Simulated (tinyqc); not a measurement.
Donor or exciton in a quantum well (variational effective-mass method): one step, computed by the program tinyqc.

H = -nabla^2 - 2/|r - r_i| + V(z) in effective units; trial function psi = f(z) exp(-|r - r_i|/lambda), f the ground state of the well. Mass and screening are the same in well and barrier; l = L/a* is the width in effective units. Bands are flat: no polarisation or applied field.

Task: Best radius. k = pi/l; f = cos(k z) inside and zero outside; subband energy k^2 Ry*. Binding E_b(lambda) = -1/lambda^2 + 4 A/(lambda B), with A = int f^2 exp(-2 s/lambda) dz, B = int f^2 exp(-2 s/lambda)(1 + 2 s/lambda) dz and s = |z - z_i|; 40 Gauss-Legendre points on each piece between the walls at z = -l/2 and l/2 and z_i. Golden-section search for the maximum over lambda from 0.3 to 4, 40 steps.

Inputs (values chosen for the exercise, modelled on ZnSe): donor position z_i/L from the centre = 0.4.

Centre: donor. Barriers: infinite.

l = 3.702814

Ry* = 23.71007 meV

a* = 3.240778 nm

Give: best lambda; binding in Ry*; binding energy; radius lambda a*.

Result:

best lambda = 1.572 a*

binding in Ry* = 0.7406

binding energy = 17.56 meV

radius lambda a* = 5.093 nm

Confinement changes the binding by a factor 0.741 against the bulk value (limits: 4 in two dimensions, 1 inside a wide well).
